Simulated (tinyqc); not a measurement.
# Changing the width of the heat source w

Model: self-heating of a transistor with one or more fingers, with temperature-dependent conductivity. Computed by tinyqc, a small Python program. Command: `OMP_NUM_THREADS=1 python tinyqc.py 3020131 3020132 out.jsonl selfheat sweep`. One thread of a shared host (Intel(R) Xeon(R) Processor @ 2.30GHz), about 0.1 s of CPU time with the checks.

N long parallel fingers lie on the top face of a slab whose bottom is held at T_0; the top is otherwise insulated, and heat flows in two dimensions. P in W/mm is 1000 P in W/m.

Inputs (values chosen for the exercise, modelled on diamond):

| quantity | value | unit |
|---|---|---|
| conductivity at the base temperature kappa_0 | 1680 | W/(m K) |
| power per gate width P | 4.5 | W/mm |
| fingers N | 6 | - |
| finger pitch s | 26 | micrometre |
| substrate thickness t | 170 | micrometre |
| phonon free path Lambda | 420 | nm |

Power: power rises with temperature.

Method:
- A line source of power P on the top face raises the top at distance x by (P/(pi kappa_0)) g(x), g(x) = -ln tanh(pi x/(4 t)) (the image sum for the slab). On a strip of width w the centre sees the mean of g over the strip, g_0 = 1 + ln(8 t/(pi w)) for w much below t.
- theta_i = (P/(pi kappa_0)) [g_0 + sum over j != i of g(|i - j| s)], with equal powers and constant conductivity; thermal resistance = largest theta/P.
- Near a source smaller than the free path, Fourier's law overstates the flow. Rough estimate: a strip that emits phonons into a half space adds a resistance times area of 4 Lambda/(3 kappa_0), from the ballistic flux C v Delta T/4 with kappa_0 = C v Lambda/3, so Delta T_b = 4 Lambda P/(3 kappa_0 w); Knudsen number Lambda/w.

One run for each value:

| width of the heat source w (micrometre) | thermal resistance (K mm/W) | ballistic rise Delta T_b (K) | Delta T_b / largest theta | Knudsen number |
|---|---|---|---|---|
| 0.03 | 3.558 | 50.00 | 3.123 | 14.00 |
| 0.06 | 3.427 | 25.00 | 1.621 | 7.00 |
| 0.12 | 3.295 | 12.50 | 0.843 | 3.50 |
| 0.24 | 3.164 | 6.25 | 0.439 | 1.75 |
| 0.49 | 3.029 | 3.06 | 0.225 | 0.86 |
| 0.99 | 2.895 | 1.52 | 0.116 | 0.42 |
| 2.00 | 2.762 | 0.75 | 0.060 | 0.21 |
| 4.00 | 2.631 | 0.38 | 0.032 | 0.10 |

Over the rows, thermal resistance (K mm/W) falls from 3.56 to 2.63 (exponent d ln y / d ln x -0.054 between the first rows and -0.070 between the last); ballistic rise Delta T_b (K) falls from 50.0 to 0.375 (exponent d ln y / d ln x about -1.0 throughout); Delta T_b / largest theta falls from 3.12 to 0.0317 (exponent d ln y / d ln x about -0.94 throughout). The exponent of ballistic rise Delta T_b stays at -1: the ballistic term goes as the flux P/w. The Fourier resistance grows only as ln(1/w), the ballistic term as 1/w, so the latter gains weight for narrow sources; it passes a tenth of the Fourier rise between w = 0.99 and 2.0 micrometre.

Caution (rows 0.0300, 0.0600, 0.120, 0.240, 0.490): the source is narrower than two phonon free paths, so the Fourier result understates the rise at the source.

Extremes, crossings and ranges named in words are read from the listed rows.
